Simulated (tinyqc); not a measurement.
Carbon nanotube by zone folding: one step. Geometry. Two cases, with inputs chosen for the exercise.

Task: Form d, theta, dR, t1, t2, N and |T|, and (n - m) mod 3.

Circumference C = n a1 + m a2, a = sqrt3 acc; d = a sqrt(n^2 + nm + m^2)/pi; tan(theta) = sqrt3 m/(2n + m); dR = gcd(2n + m, 2m + n); T = t1 a1 + t2 a2 with t1 = (2m + n)/dR, t2 = -(2n + m)/dR, |T| = sqrt3 pi d/dR; N = 2 (n^2 + nm + m^2)/dR hexagons a cell. On cutting line mu = 0 to N - 1 at x = k|T|/(2 pi) the phases are p1 = 2 pi (-t2 mu + m x)/N, p2 = 2 pi (t1 mu - n x)/N, and E = -/+ t |1 + exp(i p1) + exp(i p2)|.

Give: d; theta; dR, t1, t2, N; |T|; (n - m) mod 3.

Case 1.

Values chosen (out of a larger set: near those used for carbon; not measured data): n = 16 (chiral index); m = 5 (chiral index); acc = 1.42 angstrom (bond length).

Result:

d = 14.875 angstrom
theta = 13.17 degrees

dR, t1, t2, N: 1  26  -37  722

|T| = 80.940 angstrom
(n - m) mod 3 = 2

The nearest line misses K by a third of the spacing 2/d: semiconducting in zone folding; chiral, 1444 atoms a cell.

Case 2.

Values chosen (out of a larger set: near those used for carbon; not measured data): n = 14 (chiral index); m = 1 (chiral index); acc = 1.44 angstrom (bond length).

Result:

d = 11.532 angstrom
theta = 3.42 degrees

dR, t1, t2, N: 1  16  -29  422

|T| = 62.752 angstrom
(n - m) mod 3 = 1

The nearest line misses K by a third of the spacing 2/d: semiconducting in zone folding; chiral, 844 atoms a cell.

Computed by tinyqc, one run a case: `OMP_NUM_THREADS=1 python tinyqc.py N N+1 out.jsonl` with N = 1452272, 1452577; one thread of a shared Intel(R) Xeon(R) Processor @ 2.30GHz, about 0.03 s a run at most.
